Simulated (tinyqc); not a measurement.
# From one set of inputs to another, one input at a time

Model: epitaxial growth on a vicinal surface: Burton-Cabrera-Frank step flow, step-edge barrier and island nucleation. Computed by tinyqc, a small Python program. Command: `OMP_NUM_THREADS=1 python tinyqc.py 3024352 3024353 out.jsonl stepflow ladder`. One thread of a shared host (Intel(R) Xeon(R) Processor @ 2.30GHz), about 0.02 s of CPU time with the checks.

Adatoms land at rate F, hop on a square grid (a simplification for hexagonal faces), desorb, or join steps. Lengths are in units of a and n is the adatom coverage. Steps ascend at x = 0 and descend at x = l.

The inputs printed are set A. Set A is close to those used for Si(111); the values taken over come from a set close to those used for GaN(0001). Inputs not listed in the table keep their values of set A, so the rows need not describe a real material.

Inputs (values chosen for the exercise, close to those used for Si(111)): site spacing a = 3.84 angstrom; step height h = 3.14 angstrom; diffusion barrier E_d = 1.1 eV; desorption energy E_a = 3.07 eV; adatom formation energy E_f = 1.11 eV; step-edge barrier E_s = 0.26 eV; attempt frequency nu = 5 THz; deposition rate F = 0.57 layers/s; miscut angle = 8 degrees; temperature T = 880 C.

Constants: k_B = 8.617333262e-05 eV/K.

Method:
- D = nu exp(-E_d/(k_B T)) (a^2/s, nu counted per direction); tau = exp(E_a/(k_B T))/nu; x_s = sqrt(D tau); n_eq = exp(-E_f/(k_B T)); terrace width l = h/(a tan(miscut)); Schwoebel length l_s = exp(E_s/(k_B T)) - 1.
- Temperatures in kelvin are T(C) + 273.15.
- D n'' - n/tau + F = 0 with n(0) = n_eq and -l_s n'(l) = n(l) - n_eq. With u = n - F tau, A = n_eq - F tau, y = l/x_s, s = l_s/x_s: u = A cosh(x/x_s) + B sinh(x/x_s), B = A (1 - cosh y - s sinh y)/(sinh y + s cosh y). Flux into the ascending step J+ = D B/x_s, over the descending one J- = -(D/x_s)(A sinh y + B cosh y); step velocity J+ + J-; growth rate (J+ + J-)/l. For small y: J+ + J- = (F - n_eq/tau) l, J-/J+ = l/(l + 2 l_s).
- The coverage peaks where n' = 0, tanh(x/x_s) = -B/A.

Each row keeps all changes above it:
```
input moved                   from     to  peak coverage  J- (atoms per step site and s)  growth rate (layers/s)
set A                            -      -      1.417e-05                            0.52                   0.570
attempt frequency nu (THz)       5      1      1.453e-05                            0.52                   0.570
diffusion barrier E_d (eV)     1.1   1.25      1.608e-05                            0.52                   0.570
miscut angle (degrees)           8      4      2.063e-05                            1.60                   0.570
temperature T (C)              880    930      2.614e-05                            1.70                   0.570
desorption energy E_a (eV)    3.07    2.9      2.614e-05                            1.70                   0.570
step-edge barrier E_s (eV)    0.26  0.072      2.436e-05                            3.07                   0.570
deposition rate F (layers/s)  0.57    4.6      3.817e-05                           24.77                   4.600
```

Where does the difference come from?

Peak coverage goes from 1.42e-5 to 3.82e-5, a factor 2.69 in all. The largest single move comes from deposition rate F (a factor 1.57), and step-edge barrier E_s works against it (a factor 0.932). J- goes from 0.521 to 24.8, a factor 47.5 in all. The largest single move comes from deposition rate F (a factor 8.07). Growth rate goes from 0.570 to 4.60, a factor 8.07 in all. The largest single move comes from deposition rate F (a factor 8.07). The single moves hold for this order of the switches; the total does not depend on the order.

Caution (rows set A, attempt frequency nu, diffusion barrier E_d): terraces under ten sites wide are at the edge of a continuum description.

Extremes, crossings and ranges named in words are read from the listed rows.
